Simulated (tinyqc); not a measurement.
## AlGaN/GaN HEMT with access regions, lumped model: effect of the source access length

A polarisation-induced electron sheet under a Schottky gate, in series with two ungated access regions and contacts. Drift law v = mu E/(1 + mu E/vs) under the gate. Currents in mA/mm, resistances in ohm mm. No self-heating, no channel-length modulation; fits for polarisation, barrier and offset are chosen for the exercise.

sigma = (5e13 x + 1.6e13 x^2) cm^-2, phiB = 0.84 + 1.3 x, dEc = 0.7 (1.71 x + x^2) in volts, Cb = eps0 eps_r/d, VT = phiB - dEc - q sigma/Cb, access density n0 = -Cb VT/q. Access resistance R(L, n) = L/(q mu n sqrt(1 - (I/(q n vs))^2)); Rs = Rc + R(Ls, n0), Rd = Rc + R(Ld, (1 - ft) n0). Vg' = Vg - I Rs, Vd' = Vd - I (Rs + Rd); with u = Vg' - VT, Vc = vs Lg/mu and w the smaller of Vd' and Vc [sqrt(1 + 2 u/Vc) - 1] (0 if negative), the channel gives (mu Cb/Lg)(u w - w^2/2)/(1 + w/Vc). I equals that channel current. Isat is I at Vd = 10 V, gm = dIsat/dVg, Ron the limit of Vd/I at small Vd.

Values chosen for this exercise; values close to those of AlGaN/GaN structures: aluminium share of the barrier x = 0.31; barrier thickness d = 12 nm; relative permittivity of barrier and channel eps_r = 9.4; channel mobility mu = 1300 cm^2/(V s); saturation velocity vs = 1.2e7 cm/s; gate length Lg = 0.5 um; drain access length Ld = 1.5 um; resistance of each contact Rc = 0.33 ohm mm; share of the drain-access electrons removed by traps ft = 0; gate voltage Vg = 0.5 V.

Constants: q = 1.602176634e-19 C, eps0 = 8.8541878128e-14 F/cm where lengths are in cm. Results are converted to the units shown.

The same in every row: VT (V) = -3.131; n0 (cm^-2) = 1.355e13.

Results:
```
Ls (um)	Ron (ohm mm)	Isat (mA/mm)	gm (mS/mm)
0.1	1.379	1490	493.3
0.3	1.450	1430	464.3
0.6	1.557	1352	430.2
1.5	1.875	1172	361.9
2.5	2.230	1027	313.3
4	2.761	872.3	263.9
```

Estimate the missing row, Ls = 1 um.

Computed row:
```
Ls (um)	Ron (ohm mm)	Isat (mA/mm)	gm (mS/mm)
1	1.698	1264	395.3
```

With this row back in the table: As Ls goes from 0.1 to 4 um, Ron rises from 1.38 to 2.76 ohm mm, Isat falls from 1490 to 872 mA/mm and gm falls from 493 to 264 mS/mm. The ceiling Cb vs is 832 mS/mm. In every row the power passes 5 W/mm, where self-heating, left out here, lowers the current.

tinyqc, about 0.02 s, one thread, Intel Xeon 2.30GHz (shared host): `OMP_NUM_THREADS=1 python tinyqc.py 2570059 2570060 out.jsonl`
